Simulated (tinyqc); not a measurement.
## Schottky diode by thermionic emission with image-force lowering and series resistance: current against voltage

Metal on an n-type semiconductor with one parabolic valley; V > 0 is forward bias (metal positive). I = I0 [exp(Vj/(n Vt)) - 1] with Vj = V - I Rs; I0 = S A* T^2 exp(-(phi - dphi)/Vt), the lowering dphi taken at zero bias.

A* = 4 pi q me m0 kB^2/h^3 (times 1e-4 for A/(cm^2 K^2)); Nc = 2 (2 pi me m0 kB T/h^2)^1.5 (times 1e-6 for cm^-3); xi = Vt ln(Nc/Nd), Vbi = phi - xi; surface field Em = sqrt(2 q Nd (Vbi - V - Vt)/(eps0 eps_r)); dphi = sqrt(q Em/(4 pi eps0 eps_r)). The apparent ideality is (dV/d ln I)/Vt.

Inputs (values chosen for the exercise); band and dielectric values those of a made-up semiconductor: temperature T = 200 K; electron mass me = 0.32 m0; relative permittivity eps_r = 10.9; barrier height seen from the metal phi = 0.31 eV; donor density Nd = 8.5e16 cm^-3; area S = 0.00054 cm^2; ideality factor n = 1.04; series resistance Rs = 2.7 ohm.

Constants: q = 1.602176634e-19 C, kB = 1.380649e-23 J/K, h = 6.62607015e-34 J s, m0 = 9.1093837015e-31 kg, Vt = kB T/q, eps0 = 8.8541878128e-14 F/cm where lengths are in cm. Results are converted to the units shown.

Results:
```
V (V),I (A),Vj (V),apparent ideality
0.05,0.0010988,0.047033,1.1367
0.09,0.0055544,0.075003,1.8943
0.13,0.014200,0.091660,3.2583
0.21,0.037421,0.10896,6.9001
0.25,0.050279,0.11425,8.9151
0.29,0.063542,0.11844,10.993
0.32,0.073673,0.12108,12.580
0.36,0.087358,0.12413,14.725
0.4,0.10120,0.12677,16.893
```

Estimate the missing row, V = 0.17 V.

Computed row:
```
V (V),I (A),Vj (V),apparent ideality
0.17,0.025219,0.10191,4.9873
```

With this row back in the table: I rises from 0.00110 to 0.101 A, and the apparent ideality rises from 1.14 to 16.9, against n = 1.04. From V = 0.13 V on, I Rs exceeds n Vt and the resistance bends the curve.

tinyqc, about 0.01 s, one thread, Intel Xeon 2.30GHz (shared host): `OMP_NUM_THREADS=1 python tinyqc.py 2640023 2640024 out.jsonl`
